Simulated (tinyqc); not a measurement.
Mass anisotropy: shallow donor in an anisotropic valley (effective-mass theory).

One valley: H = -c [(d2/dx2 + d2/dy2)/mt + (d2/dz2)/ml] - q/(eps r), c = hbar^2/2m0, q = e^2/(4 pi eps0). Trial function exp(-sqrt((x^2 + y^2)/a^2 + z^2/b^2)) with a > b: T = (c/3)(2/(mt a^2) + 1/(ml b^2)), V = -(q/eps) atan(u/b)/u, u = sqrt(a^2 - b^2). The central cell of the impurity is left out.

Constants: hbar^2/2m0 = 3.80998211 eV angstrom^2; e^2/(4 pi eps0) = 14.39964547 eV angstrom; Ry = 13.60569312 eV; a0 (Bohr radius) = 0.5291772105 angstrom.

Parameters, chosen for this exercise (out of a larger set: near those of a group-V donor in Si; not measured data): mt = 0.195 m0 (transverse mass); eps = 11.5 (dielectric constant); xs = (1.5, 2, 3.9, 6.9, 7.8, 21, 75, 160) (ratios ml/mt).

mt and eps fixed, ml varied. Energies in units of Ry*(mt) = Ry mt/eps^2 and lengths in a*(mt) = a0 eps/mt; the last two columns use one mass, 3/(1/ml + 2/mt) or (ml mt^2)^(1/3).

Results:

| ml/mt | a/a* | b/a | binding | conductivity mass | density-of-states mass |
|---|---|---|---|---|---|
| 1.50 | 0.920 | 0.866 | 1.139 | 1.125 | 1.145 |
| 2.00 | 0.870 | 0.782 | 1.241 | 1.200 | 1.260 |
| 3.90 | 0.774 | 0.618 | 1.487 | 1.330 | 1.574 |
| 6.90 | 0.709 | 0.507 | 1.701 | 1.399 | 1.904 |
| 7.80 | 0.697 | 0.486 | 1.746 | 1.410 | 1.983 |
| 21.0 | 0.616 | 0.345 | 2.107 | 1.465 | 2.759 |
| 75.0 | 0.547 | 0.223 | 2.521 | 1.490 | 4.217 |
| 160 | 0.519 | 0.173 | 2.732 | 1.495 | 5.429 |

The binding grows from 1.14 to 2.73 Ry*(mt); for ml going to infinity the exact problem becomes two-dimensional, with 4 Ry*. The conductivity mass saturates at 1.5 and underbinds, by 18 % at ml/mt = 6.9; the density-of-states mass errs by +12 % there and by +99 % in the last row. With these mt and eps one unit is 20.06 meV.

tinyqc: `OMP_NUM_THREADS=1 python tinyqc.py 1250213 1250214 out.jsonl`; about 0.01 s, one thread, shared Intel(R) Xeon(R) Processor @ 2.30GHz.
